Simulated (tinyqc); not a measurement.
Changing the overall fraction x0: regular and subregular solution with a miscibility gap. Computed by tinyqc, a small Python program. Command: `OMP_NUM_THREADS=1 python tinyqc.py 3023393 3023394 out.jsonl regsol sweep`. One thread of a shared host (Intel(R) Xeon(R) Processor @ 2.30GHz), about 0.01 s of CPU time with the checks.

Per mole of mixing sites: G(x) = x (1 - x) [L0 + L1 (1 - 2x)] + R T [x ln x + (1 - x) ln(1 - x)], x the fraction of B.

Inputs (values chosen for the exercise, modelled on Ga(1-x)In(x)N): lattice constant a_A = 4.5 angstrom; lattice constant a_B = 4.98 angstrom; constant K = 48500 kJ angstrom^2.5/mol; asymmetry L1 = -8.9 kJ/mol; temperature T = 1221 K; start value s0 = 0.05.

Source of L0: delta-lattice-parameter rule.

Constants: R = 8.314462618 J/(mol K).

Method:
- A bonding enthalpy -K a^(-2.5) with a linear in x gives L0 = 4.375 K (a_A - a_B)^2/abar^4.5, abar the mean lattice constant; eta = (a_B - a_A)/abar.
- G' = L0 (1 - 2x) + L1 (1 - 6x + 6x^2) + R T ln[x/(1 - x)]; G'' = -2 L0 - 6 L1 (1 - 2x) + R T/[x (1 - x)].
- Common tangent: F1 = G'(x1) - G'(x2) = 0 and F2 = [G - x G'](x1) - [G - x G'](x2) = 0. Newton step: J = [[G''(x1), -G''(x2)], [-x1 G''(x1), x2 G''(x2)]], J dx = -F; a step that would leave 0 < x < 1 is halved until it stays inside. The start is x1 = s0, x2 = 1 - s0.
- Stop when the step is below 1e-12, or when x1 and x2 meet within 1e-5; residuals under 1e-7 are shown as 0.
- Inside the gap the B-rich phase has the fraction f = (x0 - x1)/(x2 - x1), and the gain is (1 - f) G(x1) + f G(x2) - G(x0); outside it one phase remains.

One run for each value:
```
overall fraction x0  fraction f of the B-rich phase  free energy of decomposition (J/mol)
0.05                                         0.0169                                   -31
0.15                                         0.1210                                  -872
0.25                                         0.2251                                 -2056
0.35                                         0.3291                                 -3171
0.45                                         0.4332                                 -4007
0.55                                         0.5373                                 -4420
0.65                                         0.6414                                 -4304
0.75                                         0.7455                                 -3588
0.85                                         0.8495                                 -2269
0.95                                         0.9536                                  -545
```

Over the rows, fraction f of the B-rich phase rises from 0.0169 to 0.954 (exponent d ln y / d ln x 1.8 between the first rows and 1.0 between the last); free energy of decomposition (J/mol) goes from -30.6 through a minimum among these rows, -4420 at 0.550, to -545.

Extremes, crossings and ranges named in words are read from the listed rows.
